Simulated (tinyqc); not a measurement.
# Gate voltage for a given inversion charge

Question. p-type body, charge-sheet picture, depletion and inversion only, full ionisation (an idealisation for deep acceptors), Boltzmann statistics (rough once Na exp(x - xn) passes about Nc/7). In units of Vt: xg = (Vg - Vfb)/Vt, x = psi/Vt, G = gamma/sqrt(Vt), xn = (2 phiF + Vc)/Vt. The implicit equation is (xg - x)^2 = G^2 [x - 1 + exp(x - xn)] for x above about 3. Cox = eps0 eox/tox. ni = sqrt(Nc Nv) exp(-Eg/(2 Vt)), Eg in volts; phiF = Vt ln(Na/ni); gamma = sqrt(2 q eps0 eps_r Na)/Cox. N_inv = (Cox Vt G/q) [sqrt(x - 1 + exp(x - xn)) - sqrt(x - 1)]. Find x - xn, psi and Vg.

Inputs (values chosen for the exercise); band and dielectric values those of a made-up semiconductor:
- T = 350 K (temperature)
- Eg = 2.8 eV (band gap)
- eps_r = 10.5 (relative permittivity)
- Nc = 1.81e19 cm^-3 (conduction-band density of states at T)
- Nv = 2.82e19 cm^-3 (valence-band density of states at T)
- eox = 21.6 (relative permittivity of the gate insulator (close to hafnium oxide))
- tox = 5.4 nm (insulator thickness)
- Na = 2.4e17 cm^-3 (acceptor density)
- Vfb = -0.32 V (flat-band voltage)
- Vc = 0.5 V (channel-body voltage)

Constants: q = 1.602176634e-19 C, kB = 1.380649e-23 J/K, Vt = kB T/q, eps0 = 8.8541878128e-14 F/cm where lengths are in cm. Results are converted to the units shown.

N_inv = 2.3e10 cm^-2

Answer. N_inv rises steadily with x, so it fixes x; the implicit equation then gives xg directly.

x - xn = 0.465
psi = 3.04 V
Vg = 2.85 V

Computed by the program tinyqc: `OMP_NUM_THREADS=1 python tinyqc.py 2122222 2122223 out.jsonl`, one thread of a shared Intel Xeon 2.30GHz, about 0.01 s for the whole run.
